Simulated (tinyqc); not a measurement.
# Crystallisation kinetics and data retention of a phase-change cell, step by step

Computed by the program tinyqc: `OMP_NUM_THREADS=1 python tinyqc.py 2490140 2490141 out.jsonl`, one thread of a shared Intel Xeon 2.30GHz, about 0.04 s for the whole run. Printed values are rounded.

Johnson-Mehl-Avrami-Kolmogorov law X = 1 - exp(-y^n), y = integral of k dt, k = (1/100 s) exp[-(Ec q/kB)(1/T - 1/T1)].

Inputs (values chosen for the exercise); values of the order of Ge-Sb-Te and related chalcogenides:
- Ec = 2.94 eV (activation energy of crystallisation)
- T1 = 447 K (temperature at which the rate k is 1/(100 s))
- n = 3 (Avrami exponent)
- Xf = 0.2 (crystalline share at which the state is lost)
- T = 386 K (storage temperature)
- b = 2 K/min (heating rate)
- Ta = 408 K (start of the ramp table)
- dT = 6 K (step of the table)
- m = 10 (steps)

Constants: q = 1.602176634e-19 C, kB = 1.380649e-23 J/K. Results are converted to the units shown.

Range of the model: One Arrhenius rate is assumed; incubation, growth from the boundary and the non-Arrhenius kinetics of the supercooled liquid are left out.

## Retention

At fixed T the state fails at t = (-ln(1 - Xf))^(1/n)/k; ten years are 3.15576e8 s.

k = 5.776424e-8 1/s
y at failure = 0.6065428
time to fail = 1.050032e7 s
the same in years = 0.3327349
temperature for ten years = 371.6895 K

The cell misses ten years at 386 K.

## A heating ramp

T rises at the rate b. Start with y = k (kB Ta^2/(q Ec))/b, the integral from cold to Ta to leading order; over each step k is taken as exponential in T, so y gains (dT/b)(k2 - k1)/ln(k2/k1). dX/dt = n y^(n - 1) k exp(-y^n), listed as 0 once y^n exceeds 23.

```
point  T (K)      k (1/s)            y             X   dX/dt (1/s)
0        408  6.783998e-6  9.930082e-4  9.791708e-10  2.006839e-11
1        414  2.279320e-5  0.003370817   3.830059e-8  7.769567e-10
2        420  7.397536e-5   0.01119637   1.403562e-6   2.782033e-8
3        426  2.322558e-4   0.03609830   4.703813e-5   9.079062e-7
4        432  7.063890e-4    0.1128239   0.001435133   2.693668e-5
5        438  0.002083945    0.3420236    0.03922014   7.026573e-4
6        444  0.005970768     1.006682     0.6394702   0.006544513
7        450   0.01663350     2.879997      1.000000             0
8        456   0.04510531     8.017348             1             0
9        462    0.1191842     21.74032             1             0
10       468    0.3071775     57.48216             1             0
```

Among the points the rate is largest at 444 K, where X = 0.639; the exact peak lies at 443.9 K.
